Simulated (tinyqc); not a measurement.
From results to parameters: Luttinger model of the valence bands. Computed by the program tinyqc.

Problem. In the four-band Luttinger model 1/m = g1 -/+ 2 g2 along [100] and g1 -/+ 2 g3 along [111]. Find g1, g2, g3 and the light hole mass along [111].

heavy and light hole masses along [100] (electron masses): 0.108108  0.071378
heavy hole mass along [111] = 0.214133 electron masses

Solution. The mean of the two inverse masses along [100] is g1 and a quarter of their difference is g2; g3 = (g1 - 1/m_hh[111])/2.

g1, g2, g3: 11.630  1.190  3.480
light hole mass along [111] = 0.054 electron masses
